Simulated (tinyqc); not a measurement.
Square-lattice Ising model by mean field, Bethe lattice, transfer matrix, exact enumeration and Monte Carlo steps: one step, computed by the program tinyqc.

H = -J sum over nearest pairs s_i s_j, s = +-1, no field, periodic boundaries; energies per site are in J. As a lattice gas or an alloy, s marks which species holds the site.

Problem. Three theories of the infinite lattice. K = J/(k_B T). Mean field: m = tanh(4 K m), u = -2 m^2. Bethe: cavity field h = 3 artanh(tanh K tanh h), m = tanh(4h/3), u = -2 (tanh K + tanh^2 h)/(1 + tanh K tanh^2 h). Exact: m = [1 - sinh(2K)^(-4)]^(1/8) below T_c; u = -coth(2K) [1 + (2/pi)(2 tanh^2(2K) - 1) K1(k)], k = 2 sinh(2K)/cosh^2(2K), K1 the complete elliptic integral of the first kind. The largest root is taken.

Inputs (values chosen for the exercise, for a model lattice): temperature T = 83.5 K.

K = 0.7018301

Give: m, mean field; u, mean field; cavity field h; m, Bethe; u, Bethe; m, exact; u, exact.

Solution.

m, mean field = 0.9924

u, mean field = -1.970

cavity field h = 2.005

m, Bethe = 0.9905

u, Bethe = -1.965

m, exact = 0.9903

u, exact = -1.964

Against the exact energy mean field misses by -0.005 J and Bethe by 0.000 J.
